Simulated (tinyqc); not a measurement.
Two-sublattice mean-field magnet: ferrimagnet, compensation points and susceptibility: one step, computed by the program tinyqc.

A random alloy A(1-x)B(x) with H = -sum over pairs J S_i.S_j. a = <S_A> and b = <S_B> are taken along z, a > 0. Exchange fields: h_A = (1 - x) zJ_AA a + x zJ_AB b, h_B = (1 - x) zJ_AB a + x zJ_BB b; a = S_A B_(S_A)(S_A h_A/(k_B T)) and likewise for b, with the Brillouin function B_S(y) = [(2S + 1)/(2S)] coth[(2S + 1) y/(2S)] - [1/(2S)] coth[y/(2S)].

Task: First step. Start from a = S_A, b = -S_B and apply the equations once.

Inputs (values chosen for the exercise, for a model ferrimagnet):
```
quantity               value  unit
spin S_A                 1.5     -
spin S_B                 1.5     -
fraction x of B sites   0.18     -
z J_AA                    14   meV
z J_BB                  0.46   meV
z J_AB                  -3.1   meV
```

T = 131.2825 K

Constants: k_B = 8.617333262e-05 eV/K.

Give: h_A; h_B; new a; new b.

Result:

h_A = 18.057 meV

h_B = -3.9372 meV

new a = 1.253

new b = -0.4208
